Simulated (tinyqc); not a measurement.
# Worked calculation: delta-doped HEMT, charge control

Program tinyqc, `OMP_NUM_THREADS=1 python tinyqc.py 2180083 2180084 out.jsonl`; Intel Xeon 2.30GHz, shared host, one thread, about 0.01 s. Printed values are rounded.

A two-dimensional electron gas of density ns under a barrier. EF and the subbands are counted from the conduction-band edge of the channel at the interface. Two subbands of a triangular well with an infinite wall, parabolic band, no carriers in the barrier.

Inputs (values chosen for the exercise); material values close to those of InGaP on GaAs:

| symbol | value | unit | meaning |
|---|---|---|---|
| T | 300 | K | temperature |
| d | 25 | nm | barrier thickness from gate to channel |
| ds | 2.1 | nm | undoped spacer next to the channel |
| me | 0.0659 | m0 | electron mass in the channel |
| ec | 12.6 |  | relative permittivity of the channel |
| ebr | 11.5 |  | relative permittivity of the barrier |
| phiB | 0.931 | eV | barrier height of the gate |
| dEc | 0.132 | eV | conduction-band offset |
| ND | 5.7e12 | cm^-2 | sheet density of the donor plane at ds from the channel |
| eta | 0.75 |  | share of ns that counts in the confining field |
| Nb | 1e10 | cm^-2 | depletion charge of the buffer |
| Vg | -0.68 | V | gate voltage |

Constants: q = 1.602176634e-19 C, kB = 1.380649e-23 J/K, hbar = 1.054571817e-34 J s, m0 = 9.1093837015e-31 kg, Vt = kB T/q, eps0 = 8.8541878128e-14 F/cm where lengths are in cm, hbar^2/(2 m0) = 0.0380998212 eV nm^2. Results are converted to the units shown.

Range of the model: EF comes within a fifth of the band offset of the barrier edge or exceeds it, so the levels of an infinite wall are unreliable: the wave functions reach well into the barrier. The band minimum in the barrier comes within 3 Vt of EF or below it, so the barrier is not fully depleted.

## Barrier and off voltage

Fully depleted barrier with eb = ebr: Vp = q ND (d - ds)/(eps0 eb); donors per area ND; Voff = phiB - dEc - Vp.

Vp = 2.05388 V
donors per area = 5.7e12 cm^-2
eb = 11.5
Voff = -1.25488 V

## Starting value

ns = 2.9e11 cm^-2.

ns at the start = 2.9e11 cm^-2

## Iteration 1: new ns

F = q (eta ns + Nb)/(eps0 ec) in eV/nm; E_k = a_k (C F^2/me)^(1/3), a_0 = 2.338107, a_1 = 4.087949, C = hbar^2/(2 m0); D = me m0 q/(pi hbar^2); ns = D Vt [ln(1 + exp((EF - E_0)/Vt)) + ln(1 + exp((EF - E_1)/Vt))], which gives EF = E_0 + Vt ln{2 s/[(1 + u) + sqrt((1 + u)^2 + 4 u s)]} with s = exp(ns/(D Vt)) - 1, u = exp((E_0 - E_1)/Vt). Substitution: ns(new) = eps0 eb (Vg - Voff - EF)/(q d) - Nb.

E_0 = 0.0428870 eV
E_1 = 0.0749836 eV
EF = 0.0165511 eV
ns after iteration 1 = 1.40933e12 cm^-2

## Iteration 2: new ns

As before.

E_0 = 0.120165 eV
E_1 = 0.210097 eV
EF = 0.162972 eV
ns after iteration 2 = 1.03711e12 cm^-2

## Iteration 3: new ns

As before.

E_0 = 0.0981658 eV
E_1 = 0.171633 eV
EF = 0.123925 eV
ns after iteration 3 = 1.13637e12 cm^-2

## Course of the iteration

Stop when the step is below 1e-10 of the value, or after 30 iterations.

Course of the iteration:
```
iteration	ns before the step (cm^-2)	step (cm^-2)
1	2.9e11	1.12e12
2	1.40933e12	-3.72e11
3	1.03711e12	9.93e10
4	1.13637e12	-2.76e10
5	1.10874e12	7.59e9
6	1.11633e12	-2.09e9
7	1.11424e12	5.77e8
8	1.11481e12	-1.59e8
9	1.11466e12	4.38e7
10	1.11470e12	-1.21e7
11	1.11469e12	3.33e6
12	1.11469e12	-9.17e5
13	1.11469e12	2.53e5
14	1.11469e12	-6.96e4
15	1.11469e12	1.92e4
16	1.11469e12	-5290
17	1.11469e12	1460
18	1.11469e12	-401
19	1.11469e12	111
```

Converged in 19 iterations. At the solution the slope of the map is -(eps0 eb/(q d)) dEF/dns = -0.28: the steps alternate in sign and shrink by about that factor.

## Fermi level, second subband and capacitance

converged ns = 1.11469e12 cm^-2

F = q (eta ns + Nb)/(eps0 ec) in eV/nm; E_k = a_k (C F^2/me)^(1/3), a_0 = 2.338107, a_1 = 4.087949, C = hbar^2/(2 m0); D = me m0 q/(pi hbar^2); ns = D Vt [ln(1 + exp((EF - E_0)/Vt)) + ln(1 + exp((EF - E_1)/Vt))], which gives EF = E_0 + Vt ln{2 s/[(1 + u) + sqrt((1 + u)^2 + 4 u s)]} with s = exp(ns/(D Vt)) - 1, u = exp((E_0 - E_1)/Vt). Gate capacitance C = q dns/dVg = eps0 eb/(d + dd), dd = (eps0 eb/q) dEF/dns. dEF/dns by central differences over +/- 0.01 % of ns.

EF = 0.132454 eV
share of the second subband = 9.42376 %
dd = 6.88897 nm
C = 0.319305 uF/cm^2

The rise of EF with ns acts as 6.89 nm of extra barrier, 27.6 % of d. EF is 1.0 of the band offset dEc.
